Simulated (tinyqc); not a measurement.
Inside a calculation. Method: Hubbard ring of 4 sites. Computed by tinyqc, a small Python program that keeps every step. Settings: hopping = 1.96, U = 5.5, mixing = 0.2, iteration cap = 51. Command: `OMP_NUM_THREADS=1 python tinyqc.py 28517 28518 out.jsonl` (the two numbers bound the seeds that draw the settings). One thread of a shared host (Intel(R) Xeon(R) Processor @ 2.60GHz), about 0.2 s of CPU time with the checks. Later iterations appear only in the table of the cycle.

## Mean-field iteration 1

one-body matrix (hopping and site energies) (eV), order 1, 2, 3, 4:
```
[[-0.820000, -1.960000, 0.000000, -1.960000],
 [-1.960000, -0.340000, -1.960000, 0.000000],
 [0.000000, -1.960000, -0.890000, -1.960000],
 [-1.960000, 0.000000, -1.960000, -0.390000]]
```

U = 5.500000 eV

electrons, up and down: [2, 2]

mixing = 0.200000

n(up) at the start (a guess, not normalised): [0.800000, 0.200000, 0.800000, 0.200000]

n(down) at the start (a guess): [0.200000, 0.800000, 0.200000, 0.800000]

H(up) = T + U n(down), H(down) = T + U n(up); fill the lowest levels; n(new) = n + mixing (n(out) - n); E = tr T (rho up + rho down) + U sum n_up n_down of the output.

levels, up (eV): [-2.214398, 0.245302, 4.034846, 6.494250]

levels, down (eV): [-2.024408, 0.735114, 3.544776, 6.304518]

energy = -6.822748 eV

n(up) after iteration 1: [0.811443, 0.188015, 0.812076, 0.188467]

n(down) after iteration 1: [0.192717, 0.806569, 0.193550, 0.807164]

## Mean-field iteration 2

As before.

levels, up (eV): [-2.230923, 0.207501, 4.072631, 6.510792]

levels, down (eV): [-2.046652, 0.670432, 3.609464, 6.326755]

energy = -6.828054 eV

n(up) after iteration 2: [0.820974, 0.178096, 0.822059, 0.178871]

n(down) after iteration 2: [0.186242, 0.812533, 0.187671, 0.813554]

## Convergence

Each step fills the lowest levels of T + U n(other spin) and sets n(new) = n + mixing (n(out) - n); stop when output and input agree to 1e-8.

Course of the cycle:
```
iteration       E (eV)  largest |n(out) - n(in)|  mean |n_up - n_down|
1          -6.82274755                  6.04e-02              0.693131
2          -6.82805407                  4.99e-02              0.698296
3          -6.83180335                  4.14e-02              0.702644
4          -6.83446508                  3.44e-02              0.706309
5          -6.83636165                  2.87e-02              0.709402
6          -6.83771681                  2.39e-02              0.712014
7          -6.83868719                  2.00e-02              0.714222
8          -6.83938321                  1.68e-02              0.716090
9          -6.83988307                  1.41e-02              0.717670
10         -6.84024243                  1.18e-02              0.719009
11         -6.84050097                  9.96e-03              0.720142
...                ...                       ...                   ...
41         -6.84116744                  7.45e-05              0.726441
42         -6.84116745                  6.33e-05              0.726449
43         -6.84116746                  5.38e-05              0.726455
44         -6.84116747                  4.57e-05              0.726460
45         -6.84116747                  3.88e-05              0.726464
46         -6.84116747                  3.30e-05              0.726468
47         -6.84116748                  2.80e-05              0.726471
48         -6.84116748                  2.38e-05              0.726474
49         -6.84116748                  2.02e-05              0.726476
50         -6.84116748                  1.72e-05              0.726478
51         -6.84116748                  1.46e-05              0.726479
```

Not converged within 51 iterations: the residual falls steadily but slowly, by a factor of about 0.85 a step. The lowest mean-field energy found from random starts is -6.84117 eV. Reruns (cap 100 unless said): mixing 0.5: converged in 34 (E = -6.84117); mixing 0.9: converged in 15 (E = -6.84117); the original settings with a cap of 400: converged in 96 (E = -6.84117).

## Exact diagonalisation (36 states)

Lowest levels of the sector, and the double occupancy of the lowest state.

lowest levels (eV): [-7.339264, -6.914372, -5.466806, -4.487820, -4.487721, -3.834269]

double occupancy per site = 0.094168

## The lowest level by Lanczos steps

From a random start vector (not printed): a_j = <q_j|H|q_j>, b_j = norm of the remainder after orthogonalising; the Ritz value is the lowest eigenvalue of the tridiagonal matrix of a and b so far.

Lanczos:
```
j   a_j (eV)  b_j (eV)  lowest Ritz value (eV)
1   1.210389  5.562611              1.21038853
2   3.963093  6.367344             -3.14361606
3   1.189581  5.825870             -5.98633459
4   5.928849  4.503335             -7.03037925
5   3.840648  5.691091             -7.21425516
6   3.764998  4.207909             -7.29184339
7   2.970715  4.558259             -7.31318518
8   4.189211  5.578447             -7.31927498
9   0.513240  5.615844             -7.32410351
10  4.809636  3.502078             -7.33108994
```
